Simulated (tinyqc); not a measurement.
Position of the donor: hydrogenic donor in a hard-walled well (variational).

Trial function cos(pi z/L) exp(-r/lam), r measured from the donor at zi, walls at +/- L/2, one eps everywhere. Counted from the lowest subband, E(lam) = c/(m lam^2) - (q/eps) I0/I1, with I0 the integral of cos^2(pi z/L) exp(-2|z - zi|/lam) over the well and I1 the same with the factor (|z - zi| + lam/2); c = hbar^2/2m0, q = e^2/(4 pi eps0). The binding energy is -E at the minimum.

Constants: hbar^2/2m0 = 3.80998211 eV angstrom^2; e^2/(4 pi eps0) = 14.39964547 eV angstrom.

Inputs chosen for the exercise (out of a larger set: near those of Ge, with one mean mass; not measured data): m = 0.116 m0 (mass); eps = 16.6 (dielectric constant); L = 159 angstrom (well width).

Ry* = 5.7275 meV

Fixed width; zi from the centre to the wall.

Binding:
```
2 zi/L  zi (angstrom)  lam (angstrom)  binding (meV)  in Ry*
0.0               0.0            72.2           9.95   1.736
0.2              15.9            73.4           9.57   1.671
0.4              31.8            77.9           8.50   1.484
0.6              47.7            89.4           7.01   1.223
0.8              63.6           109.3           5.61   0.979
0.9              71.5           120.6           5.06   0.884
1.0              79.5           131.2           4.63   0.808
```

Uniform doping spreads the level over 5.32 meV, from 9.95 at the centre to 4.63 at the wall, while lam grows by 82 %. The slope is flat at the centre, which gives a peak in the density of donor states there, and steepest between 2 zi/L = 0.4 and 0.6.

Computed by tinyqc, a small Python program: `OMP_NUM_THREADS=1 python tinyqc.py 1250479 1250480 out.jsonl` (the numbers bound the seed that draws the inputs); one thread of a shared host (Intel(R) Xeon(R) Processor @ 2.30GHz), about 0.02 s for the whole set of steps.
